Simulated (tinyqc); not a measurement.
Strain: hole subbands of a hard-walled well, four-band Luttinger model.

Hole energies are counted downwards from the unstrained band edge, c = hbar^2/2m0. After the usual block transformation one block is H = [[P + Q - Zs, R - i S], [R + i S, P - Q + Zs]] in (heavy, light), with P +/- Q = c [(g1 +/- g2) k^2 + (g1 -/+ 2 g2) kz^2], R = sqrt(3) c gR k^2, S = 2 sqrt(3) c g3 k kz, kz = -i d/dz; axial approximation gR = (g2 + g3)/2. Zs = b (e_par - e_perp) is the shear part of the strain (the hydrostatic part shifts all levels alike and is left out). Basis sqrt(2/L) sin(n pi z/L), n = 1 to N, for each component: kz^2 gives (n pi/L)^2 and the heavy-light block is R delta_nm - 2 sqrt(3) c g3 k D_nm with D_nm = 4 n m/(L (n^2 - m^2)) for n + m odd, 0 otherwise. The other block has the same levels. The split-off band is left out.

Constants: hbar^2/2m0 = 3.80998211 eV angstrom^2.

Parameters, chosen for this exercise (near those of Ge; not measured data):
- g1 = 13.46 (Luttinger gamma1)
- g2 = 4.27 (gamma2)
- g3 = 5.72 (gamma3)
- L = 195 angstrom (well width along [001])
- Zlist = (-0.017, -0.0135, -0.0075, -0.0036, 0, 0.0073, 0.0189) eV (shear strain energies (negative: tension in the plane, for b < 0))

N = 20. dE is the rise of the top subband from k = 0 to k1 = pi/(4L), m1 = c k1^2/dE (dash if dE is not positive), and the heavy weight is taken at k = pi/L.

Top subband:
```
Zs (eV),HH1 (meV),LH1 (meV),dE (meV),heavy weight,m1 (m0)
-0.0170,21.9,4.8,-0.018,0.171,-
-0.0135,18.4,8.3,-0.172,0.219,-
-0.0036,8.5,18.2,0.816,0.454,0.076
0.0000,4.9,21.8,0.853,0.577,0.072
0.0073,-2.4,29.1,0.895,0.801,0.069
0.0189,-14.0,40.7,0.935,0.932,0.066
```

Give the missing row, Zs (eV) = -0.0075.

Computed row:
```
Zs (eV)  HH1 (meV)  LH1 (meV)  dE (meV)  heavy weight  m1 (m0)
-0.0075       12.4       14.3     0.471         0.341    0.131
```

HH1 and LH1 cross at Zs = -2 c g2 (pi/L)^2 = -0.0084 eV; for more negative Zs the light hole is on top. Among the rows with HH1 on top, m1 goes from 0.131 to 0.066 m0 as the splitting widens from 2 to 55 meV, against the unmixed 1/(g1 + g2) = 0.056: compression lightens the holes here. A dash marks a top subband whose hole energy at k1 lies below that at k = 0: an electron-like (negative) mass. m1 describes the neighbourhood of k = 0 only; where HH1 and LH1 lie close, the band may peak further out.

Computed by tinyqc, a small Python program: `OMP_NUM_THREADS=1 python tinyqc.py 1281284 1281285 out.jsonl` (the numbers bound the seed that draws the inputs); one thread of a shared host (Intel(R) Xeon(R) Processor @ 2.30GHz), about 0.1 s for the whole set of steps.
